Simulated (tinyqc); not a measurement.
Schottky barrier on an n-type semiconductor, non-linear Poisson equation by Newton steps: two steps of the calculation.

One dimension, metal at x = 0, donor density C(x) = Nd, uniform. Energies are counted from the electron Fermi level of the semiconductor and the conduction-band edge is Ec = -psi, so n = Nc exp(psi/Vt); holes follow the Fermi level of the metal, at -V, so p = Nv exp((V - psi - Eg)/Vt). Ends: psi(0) = V - phiB and psi = Vt ln(Nd/Nc) deep inside. Boltzmann statistics, full ionisation, no current, no image force in the Poisson equation.

Inputs (values chosen for the exercise); band and dielectric values close to those of In0.53Ga0.47As: temperature T = 293 K; band gap Eg = 0.749 eV; relative permittivity eps_r = 13.8; conduction-band density of states at T Nc = 2.02e17 cm^-3; valence-band density of states at T Nv = 7.43e18 cm^-3; donor density deep in the semiconductor Nd = 7.9e15 cm^-3; barrier height phiB = 0.41 eV; bias of the metal against the semiconductor V = 0 V.

Constants: q = 1.602176634e-19 C, kB = 1.380649e-23 J/K, Vt = kB T/q, eps0 = 8.8541878128e-14 F/cm where lengths are in cm. Results are converted to the units shown.

Problem 1. End potentials, built-in voltage, Debye length. psi_0 = V - phiB, psi_b = Vt ln(Nd/Nc), Vbi = phiB - Vt ln(Nc/Nd), LD = sqrt(eps0 eps_r Vt/(q Nd)), W = sqrt(2 eps0 eps_r (Vbi - V)/(q Nd)), hole density at the metal p_0 = Nv exp((phiB - Eg)/Vt).

Wanted: psi_0; psi_b; Vbi; LD; W for uniform Nd; p_0.

Solution 1.

psi_0 = -0.41000 V
psi_b = -0.081842 V
Vbi = 0.32816 V
LD = 49.370 nm
W for uniform Nd = 251.71 nm
p_0 = 1.0964e13 cm^-3

The hole density at the metal is 0.0014 times Nd, so holes hardly matter.

Problem 2. Densities, residual and Jacobian diagonal. n_i = Nc exp(psi_i/Vt), p_i = Nv exp((V - psi_i - Eg)/Vt), rho_i = p_i - n_i + C_i, g_i = (n_i + p_i)/Vt. Box widths w_i = (h_(i-1) + h_i)/2 in cm. Residual F_i = a_i (psi_(i+1) - psi_i) - a_(i-1) (psi_i - psi_(i-1)) + q rho_i w_i; Jacobian: a_(i-1) and a_i beside the diagonal, b_i = -a_(i-1) - a_i - q g_i w_i on it. The two end nodes are fixed.

```
node  x (nm)  psi at the start (V)  donor density C (cm^-3)
0          0           -0.41000000                   7.9e15
1         29           -0.33874059                   7.9e15
2       61.8           -0.26864259                   7.9e15
3       98.9           -0.20278661                   7.9e15
4        141           -0.14532494                   7.9e15
5        188           -0.10286512                   7.9e15
6        242           -0.08232996                   7.9e15
7        303           -0.08184154                   7.9e15
8        371           -0.08184154                   7.9e15
9        449           -0.08184154                   7.9e15
10       537           -0.08184154                   7.9e15
11       636           -0.08184154                   7.9e15
12       748           -0.08184154                   7.9e15
```

coupling a_i, interval 0 to 11 (F/cm^2): [4.2133721e-7, 3.7252376e-7, 3.2934715e-7, 2.9023228e-7, 2.5997403e-7, 2.2627369e-7, 2.0030786e-7, 1.7968793e-7, 1.5665102e-7, 1.3884976e-7, 1.2342201e-7, 1.0909624e-7]

Give: n; p; residual F; diagonal b.

Solution 2.

```
node  n (cm^-3)  p (cm^-3)
0      1.791e10   1.096e13
1      3.012e11   6.520e11
2      4.837e12   4.060e10
3      6.566e13    2.991e9
4      6.393e14    3.072e8
5      3.436e15    5.716e7
6      7.749e15    2.534e7
7      7.900e15    2.486e7
8      7.900e15    2.486e7
9      7.900e15    2.486e7
10     7.900e15    2.486e7
11     7.900e15    2.486e7
12     7.900e15    2.486e7
```

```
node  residual F (1e-9 C/cm^2)  diagonal b (F/cm^2)
1                        0.000            -7.939e-7
2                       -0.003            -7.020e-7
3                       -0.042            -6.212e-7
4                       -0.456            -5.683e-7
5                       -2.780            -5.963e-7
6                       -4.409            -7.093e-7
7                       -0.098            -7.033e-7
8                        0.000            -7.023e-7
9                        0.000            -7.116e-7
10                       0.000            -7.310e-7
11                       0.000            -7.614e-7
```

tinyqc, about 0.04 s, one thread, Intel Xeon 2.30GHz (shared host): `OMP_NUM_THREADS=1 python tinyqc.py 2020031 2020032 out.jsonl`
